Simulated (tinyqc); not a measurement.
Floating body of a partially depleted SOI transistor: body voltage and kink: two steps of the calculation.

Source at 0 V. Channel current Ic = 2 nf K Vt^2 [F(0) - F(Vd)](1 + la Vd), F(V) = ln^2(1 + exp((Vg - VT - nf V)/(2 nf Vt))), VT = VT0 - gb Vb. Saturation voltage Vs = 2 Vt sqrt(F(0)) + 3 Vt, excess Ve = (Vd - Vs + sqrt((Vd - Vs)^2 + 0.0004 V^2))/2, multiplication M1 = Ai Ve exp(-Bl/Ve). Each junction passes D(v) = J1 (exp(v/Vt) - 1) + J2 (exp(v/(2 Vt)) - 1). Bipolar current Ib = bb J1 (exp(Vb/Vt) - 1). The body settles where M1 (Ic + Ib) = D(Vb) + D(Vb - Vd) + Vb/Rb; drain current Id = (1 + M1)(Ic + Ib) - D(Vb - Vd).

Inputs (values chosen for the exercise); values of the order met in partially depleted silicon-on-insulator transistors:
```
symbol   value         unit                                                                                            meaning
T          398            K                                                                                        temperature
VT0       0.36            V                                                                     threshold at zero body voltage
gb        0.22                                                                  fall of the threshold per volt of body voltage
nf        1.46                                                                                                    slope factor
K          100  uA/(V^2 um)                                                                              gain factor per width
la        0.03          1/V                                                                   channel-length modulation factor
Ai        1.57          1/V                                                                        impact-ionisation prefactor
Bl         6.2            V                                                                          impact-ionisation voltage
J1      1.2e-8        uA/um                                                      diffusion saturation current of each junction
J2      6.9e-8        uA/um                                                  recombination saturation current of each junction
bb           3                                                 gain of the lateral bipolar transistor on the diffusion current
Rb         5e5      kohm um  resistance of a weak body tie to the source (1e9 stands for no tie, and the term is then dropped)
Vg        0.66            V                                                                                       gate voltage
Vd         1.9            V                                                                                      drain voltage
```

Constants: q = 1.602176634e-19 C, kB = 1.380649e-23 J/K, Vt = kB T/q. Results are converted to the units shown.

Question 1. New Vb. Current into the body I_in = M1 (Ic + Ib) - D(Vb - Vd), current out I_out = D(Vb) + Vb/Rb; f = ln(I_in/I_out), s = df/dVb by central differences over 1e-5 V, Vb(new) = Vb - f/s.

Vb at the start = 0.5 V

Find: Ic; Ve; M1; I_in; I_out; f; s; Vb after iteration 1.

Answer 1.

Ic = 6.134 uA/um
Ve = 1.515 V
M1 = 0.03975
I_in = 0.2469 uA/um
I_out = 0.02684 uA/um
f = 2.219
s = -27.19 1/V
Vb after iteration 1 = 0.5816 V

Question 2. Drain current with floating and with grounded body. Id and VT at the converged Vb, Id at Vb = 0, their ratio, and the bipolar share Ib/(Ic + Ib).

converged Vb = 0.58257727 V

Find: VT; Id, floating; Id, grounded; ratio; bipolar share.

Answer 2.

VT = 0.2318 V
Id, floating = 7.824 uA/um
Id, grounded = 3.534 uA/um
ratio = 2.214
bipolar share = 11.38 %

The body rises to 0.583 V and lowers the threshold by 128 mV.

Range of the model: The multiplication law is an empirical form chosen for the exercise; self-heating and capacitive coupling to the body are left out, and the linear laws are rough once Vb passes about 0.7 V or M1 about 0.1.

tinyqc, about 0.2 s, one thread, Intel Xeon 2.30GHz (shared host): `OMP_NUM_THREADS=1 python tinyqc.py 2182144 2182145 out.jsonl`
